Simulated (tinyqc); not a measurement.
Inside a calculation. Model: read current of a NAND string, cells in series solved by shooting.

tinyqc, about 0.5 s, one thread, Intel Xeon 2.30GHz (shared host): `OMP_NUM_THREADS=1 python tinyqc.py 2142260 2142261 out.jsonl` Printed values are rounded.

Cells in series, numbered from 0 at the source line (0 V) to the bit line, each followed by a gap resistance Rg. A cell with gate Vg, threshold VT, source Vs and drain Vd passes I = 2 nf K Vt^2 [F(Vs) - F(Vd)]/(1 + th max(Vg - VT, 0)), F(V) = ln^2(1 + exp((Vg - VT - nf V)/(2 nf Vt))). The selected cell has Vg = Vr, the others Vg = Vp.

Values chosen for this exercise; values of the order met in vertical NAND strings:

| symbol | value | unit | meaning |
|---|---|---|---|
| T | 300 | K | temperature |
| K | 12 | uA/V^2 | gain factor of a cell |
| nf | 1.3 |  | slope factor |
| th | 0.17 | 1/V | mobility reduction factor |
| Rg | 6.5 | kohm | resistance of the gap between cells |
| Vbl | 0.3 | V | bit-line voltage |
| Vp | 7.3 | V | pass voltage |
| Vr | 1.62 | V | read voltage on the selected word line |

Constants: q = 1.602176634e-19 C, kB = 1.380649e-23 J/K, Vt = kB T/q. Results are converted to the units shown.

## Step 1: node voltages for a trial current

first trial current = 0.65 uA
thresholds from the source end, cell 0 to 4 (V): [3, 3, -1, -1, 0.5]

For a trial current I start at 0 V and, cell by cell (the selected one is cell 4), solve for the drain: sqrt(F(Vd)) = sqrt(F(Vs) - I/k), k = 2 nf K Vt^2/(1 + th max(Vg - VT, 0)), Vd = [Vg - VT - 2 nf Vt ln(exp(sqrt F) - 1)]/nf, then add I Rg.

node voltage after each cell and gap, trial 1, cell 0 to 4 (V): [0.0261026, 0.0523804, 0.0724899, 0.0926501, 0.164344]

## Step 2: node voltages for a trial current

second trial current = 0.99 uA

As before.

node voltage after each cell and gap, trial 2, cell 0 to 4 (V): [0.0398145, 0.0800398, 0.110791, 0.141661, 0.262058]

## Course of the secant iteration

Secant steps on the end voltage less Vbl, from the two trials; a trial above the saturation current of a cell has no solution and is moved halfway to the previous trial. Stop below 1e-9 V.

Course of the iteration:

| iteration | I (uA) | end voltage - Vbl (V) | halvings |
|---|---|---|---|
| 1 | 1.12202 | 3.32e-3 | 0 |
| 2 | 1.11139 | -8.51e-5 | 0 |
| 3 | 1.11166 | -1.94e-7 | 0 |
| 4 | 1.11166 | 1.13e-11 | 0 |

Converged in 4 iterations to I = 1.1117 uA. The selected cell takes 44.5 % of the bit-line voltage and the gaps together 12.0 %.
